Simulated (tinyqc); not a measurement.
## Hot electrons in a saturated n-channel MOSFET, lucky-electron model: effect of the gate voltage

Beyond pinch-off the lateral field grows as Esat cosh(y/l) over the velocity-saturated region (pseudo-two-dimensional model). Impact ionisation in this region gives the substrate current, which biases the body forward through Rsub. Currents are per width. Local-field laws: they overstate ionisation when the field peak is narrower than an energy relaxation length.

Cox = 3.9 eps0/tox, l = sqrt(3 tox xj), Esat = 2 vs/mu. Overdrive g = Vg - VT + kb Vb; Vdsat = g Esat L/(g + Esat L); Id = Cox vs (g - Vdsat); dV = Vd - Id Rd - Vdsat; Em = sqrt((dV/l)^2 + Esat^2); Isub = Id (Ai/Bi) l Em exp(-Bi/Em). Vb = Rsub Isub is solved self-consistently. Lifetime tau = (Hl/Id)(Isub/Id)^(-m); 1 year = 3.15576e7 s.

Values chosen for this exercise; values close to those of silicon n-channel devices:

| symbol | value | unit | meaning |
|---|---|---|---|
| L | 0.25 | um | channel length |
| tox | 5.5 | nm | oxide thickness |
| xj | 78 | nm | junction depth |
| VT | 0.63 | V | threshold |
| mu | 350 | cm^2/(V s) | effective mobility |
| vs | 7.4e6 | cm/s | saturation velocity |
| Ai | 2e6 | 1/cm | ionisation prefactor |
| Bi | 1.81 | MV/cm | ionisation field |
| Rd | 200 | ohm um | resistance of the lightly doped drain |
| Rsub | 9300 | ohm um | substrate resistance |
| kb | 0.48 |  | fall of VT per volt of forward body bias |
| m | 2.8 |  | lifetime exponent |
| Hl | 18000 | s uA/um | lifetime constant |
| Vd | 2.1 | V | drain voltage |

Constants: eps0 = 8.8541878128e-14 F/cm where lengths are in cm. Results are converted to the units shown.

Effect of the gate voltage:

| Vg (V) | Id (uA/um) | Em (MV/cm) | Isub (uA/um) | Isub/Id | tau (years) |
|---|---|---|---|---|---|
| 0.78 | 9.014 | 0.5492 | 0.7269 | 0.08064 | 0.07294 |
| 0.95 | 36.45 | 0.5150 | 2.215 | 0.06075 | 0.03985 |
| 1.11 | 73.52 | 0.4890 | 3.520 | 0.04787 | 0.03851 |
| 1.27 | 117.9 | 0.4674 | 4.548 | 0.03856 | 0.04399 |
| 1.44 | 170.8 | 0.4479 | 5.332 | 0.03121 | 0.05488 |
| 1.6 | 224.5 | 0.4320 | 5.822 | 0.02594 | 0.07015 |
| 1.77 | 284.6 | 0.4170 | 6.131 | 0.02154 | 0.09305 |
| 1.94 | 347.3 | 0.4036 | 6.269 | 0.01805 | 0.1251 |
| 2.1 | 408.0 | 0.3921 | 6.277 | 0.01538 | 0.1666 |

What does the table show?

As Vg goes from 0.78 to 2.1 V, Em falls from 0.549 to 0.392 MV/cm, Isub rises from 0.727 to 6.28 uA/um and tau goes from 0.0729 through a minimum of 0.0385 (at Vg = 1.11 V among the rows listed) to 0.167 years.

Numbers from tinyqc (`OMP_NUM_THREADS=1 python tinyqc.py 2550139 2550140 out.jsonl`; about 0.01 s on one thread of a shared Intel Xeon 2.30GHz).
